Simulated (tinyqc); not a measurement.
Inside a calculation: linear model of a band gap against the share of exact exchange. Values are carried at full precision from step to step, so a last printed digit may differ when a step is redone from the rounded ones.

E(alpha) = E0 + S alpha. A wider gap screens less, modelled in the Penn form eps(alpha) = 1 + (e0 - 1)(EP/(EP + S alpha))^2 with a scale EP chosen for the exercise. A dielectric-dependent hybrid takes alpha = 1/eps.

Values chosen for the exercise (of the order of those of TiO2; the results hold for these values, not for the real material):
```
symbol   value  unit  meaning
E0       1.93   eV    gap of the semi-local functional
S        8.78   eV    slope dE/d(alpha)
e0       8.55         optical dielectric constant at alpha = 0
EP       12.6   eV    energy scale of the screening
Et       3.25   eV    target gap
a_start  0.1          starting alpha
fv       0.76         share of the opening taken by the valence edge
Ed       1.56   eV    defect level above the semi-local valence top
cd       0            shift of the level per unit opening, on the scale of the mean potential
```

## Fixed shares

Gap, error against the target and eps for alpha = 0, 0.25 and 1/e0; and the alpha that meets the target, (Et - E0)/S.

Results:
```
alpha   E (eV)  E - Et (eV)    eps
0.0000   1.930       -1.320  8.550
0.2500   4.125        0.875  6.476
0.1170   2.957       -0.293  7.455
```

alpha for the target = 0.1503

A quarter of exact exchange overshoots the target by 0.88 eV: the material needs 0.150, and 1/e0 = 0.117 lies closer to it than 0.25 does.

## Self-consistent share

Iterate alpha -> 1/eps(alpha) seven times from a_start. The fixed point solves alpha eps(alpha) = 1; the contraction factor there is 2 (eps - 1) S/((EP + S alpha) eps^2).

Iterates:
```
step    alpha     eps  E (eV)
0     0.10000  7.5984  2.8080
1     0.13161  7.3348  3.0855
2     0.13634  7.2968  3.1270
3     0.13705  7.2911  3.1333
4     0.13715  7.2902  3.1342
5     0.13717  7.2901  3.1344
6     0.13717  7.2901  3.1344
7     0.13717  7.2901  3.1344
```

fixed point = 0.13717
contraction factor = 0.1506

The factor is positive, so the iterates approach from one side, the error shrinking to 0.15 of itself each step; the gap is within 0.01 eV of its limit from step 2. Self-consistency moves the gap by +0.177 eV against the one-shot choice 1/e0, since a wider gap screens less.

## Band edges and a deep level

The opening c = S alpha lowers the valence top by fv c and raises the conduction edge by (1 - fv) c, both against the mean potential; the level moves by cd c. Use the fixed point. Compare with stretching the level in proportion to the gap and with pinning it to either edge.

opening c = 1.204 eV

shifts of the valence and conduction edges (eV): [-0.915, 0.289]

level above the valence top = 2.475 eV
level below the conduction edge = 0.659 eV

level above the valence top: stretched, tied to the valence edge, tied to the conduction edge (eV): [2.533, 1.560, 2.764]

The three recipes err by +0.06, -0.92 and +0.29 eV against alignment through the mean potential. A localised level with cd = 0 stays put while the edges move away from it.

## Checks

- Fixed point by bisection against 60 substitutions: both 0.13717.

Computed by tinyqc, a small Python program: `OMP_NUM_THREADS=1 python tinyqc.py 1880944 1880945 out.jsonl` (the numbers bound the seed that draws the inputs); one thread of a shared host (Intel(R) Xeon(R) Processor @ 2.30GHz), about 0.01 s for the whole set of steps.
